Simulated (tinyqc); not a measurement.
Millisecond and nanosecond annealing: surface heating, thermal budget and solid-phase regrowth: one step, computed by the program tinyqc. Command: `OMP_NUM_THREADS=1 python tinyqc.py 3024851 3024852 out.jsonl flash walk`. One thread of a shared host (Intel(R) Xeon(R) Processor @ 2.30GHz), about 0.01 s of CPU time with the checks.

A square pulse heats the surface of a thick wafer with constant thermal properties; losses by radiation are neglected and silicon melts at 1414 C.

Task: Peak temperature. Absorbed flux q = (1 - R) fluence/t_p; kappa = k/c. With f(z, t) = (2 q/k) sqrt(kappa t) ierfc(z/(2 sqrt(kappa t))), ierfc(x) = exp(-x^2)/sqrt(pi) - x erfc(x): T = T0 + f(z, t) during the pulse and T0 + f(z, t) - f(z, t - t_p) after it. At the surface the rise at the end of the pulse is 2 q sqrt(t_p/(pi k c)); the fluence that just melts the surface scales with (1414 - T0).

Inputs (values chosen for the exercise, modelled on hot silicon with phosphorus):
```
quantity                      value        unit
incident fluence               12.3      J/cm^2
pulse length t_p            0.00021           s
reflectance R                  0.43           -
thermal conductivity k         0.31    W/(cm K)
heat capacity per volume c     2.32  J/(cm^3 K)
preheat temperature T0          700           C
```

Source: scanned laser.

Give: absorbed flux q; kappa; thermal length sqrt(kappa t_p); peak temperature; fluence at the melting threshold.

Result:

absorbed flux q = 33386 W/cm^2

kappa = 0.1336 cm^2/s

thermal length sqrt(kappa t_p) = 52.97 um

peak temperature = 1344 C

fluence at the melting threshold = 13.64 J/cm^2
